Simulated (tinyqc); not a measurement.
Worked calculation: UHF in the sto-3g basis, for H4, spin multiplicity 3. This run ends on a higher stationary point, not on the lowest solution. One step of it, computed by the program tinyqc.

Task: Iteration 2: building the Fock matrix. J_ij = sum D_kl (ij|kl) with D = D(alpha) + D(beta), K_ij = sum D_kl (ik|jl) for each spin; F = H + J - K(s); E = tr D H + tr D J / 2 - 0.5 sum_s tr D(s) K(s) + E_nn.

D(alpha) after iteration 1, lower triangle:
```
           1H 1s      2H 1s     3H 1s     4H 1s
1H 1s   0.742621
2H 1s   0.231681   0.742621
3H 1s   0.037811  -0.473128  0.742621
4H 1s  -0.473128   0.037811  0.231681  0.742621
```

D(beta) after iteration 1, lower triangle:
```
          1H 1s     2H 1s     3H 1s     4H 1s
1H 1s  0.134746
2H 1s  0.134746  0.134746
3H 1s  0.134746  0.134746  0.134746
4H 1s  0.134746  0.134746  0.134746  0.134746
```

core Hamiltonian H = T + V (hartree), lower triangle:
```
           1H 1s      2H 1s      3H 1s      4H 1s
1H 1s  -1.577651
2H 1s  -0.576507  -1.577651
3H 1s  -0.840530  -0.342188  -1.577651
4H 1s  -0.342188  -0.840530  -0.576507  -1.577651
```

Two-electron integrals (ij|kl) in chemists' order, unique and non-zero (hartree):
```
(11|11) 0.774606   (21|11) 0.154350   (21|21) 0.045945   (22|11) 0.360147
(22|21) 0.154350   (22|22) 0.774606   (31|11) 0.248667   (31|21) 0.054690
(31|22) 0.138650   (31|31) 0.107441   (32|11) 0.071190   (32|21) 0.022011
(32|22) 0.076365   (32|31) 0.031875   (32|32) 0.012915   (33|11) 0.434287
(33|21) 0.104767   (33|22) 0.286990   (33|31) 0.248667   (33|32) 0.076365
(33|33) 0.774606   (41|11) 0.076365   (41|21) 0.022011   (41|22) 0.071190
(41|31) 0.031875   (41|32) 0.012698   (41|33) 0.071190   (41|41) 0.012915
(42|11) 0.138650   (42|21) 0.054690   (42|22) 0.248667   (42|31) 0.060035
(42|32) 0.031875   (42|33) 0.138650   (42|41) 0.031875   (42|42) 0.107441
(43|11) 0.104767   (43|21) 0.031431   (43|22) 0.104767   (43|31) 0.054690
(43|32) 0.022011   (43|33) 0.154350   (43|41) 0.022011   (43|42) 0.054690
(43|43) 0.045945   (44|11) 0.286990   (44|21) 0.104767   (44|22) 0.434287
(44|31) 0.138650   (44|32) 0.071190   (44|33) 0.360147   (44|41) 0.076365
(44|42) 0.248667   (44|43) 0.154350   (44|44) 0.774606
```

nuclear repulsion = 2.24289518 hartree

Give: Coulomb J; exchange K(alpha); exchange K(beta); F(alpha); F(beta); total energy of this density.

Result:

Coulomb J (hartree), lower triangle:
```
        1H 1s   2H 1s   3H 1s   4H 1s
1H 1s  1.8521
2H 1s  0.5193  1.8521
3H 1s  0.7745  0.2959  1.8521
4H 1s  0.2959  0.7745  0.5193  1.8521
```

exchange K(alpha) (hartree), lower triangle:
```
        1H 1s   2H 1s   3H 1s   4H 1s
1H 1s  0.6815
2H 1s  0.2450  0.6815
3H 1s  0.3532  0.0943  0.6815
4H 1s  0.0943  0.3532  0.2450  0.6815
```

exchange K(beta) (hartree), lower triangle:
```
        1H 1s   2H 1s   3H 1s   4H 1s
1H 1s  0.2852
2H 1s  0.1919  0.2852
3H 1s  0.2226  0.1682  0.2852
4H 1s  0.1682  0.2226  0.1919  0.2852
```

F(alpha) (hartree), lower triangle:
```
         1H 1s    2H 1s    3H 1s    4H 1s
1H 1s  -0.4070
2H 1s  -0.3022  -0.4070
3H 1s  -0.4193  -0.1406  -0.4070
4H 1s  -0.1406  -0.4193  -0.3022  -0.4070
```

F(beta) (hartree), lower triangle:
```
         1H 1s    2H 1s    3H 1s    4H 1s
1H 1s  -0.0108
2H 1s  -0.2491  -0.0108
3H 1s  -0.2887  -0.2145  -0.0108
4H 1s  -0.2145  -0.2887  -0.2491  -0.0108
```

total energy of this density = -1.855297 hartree
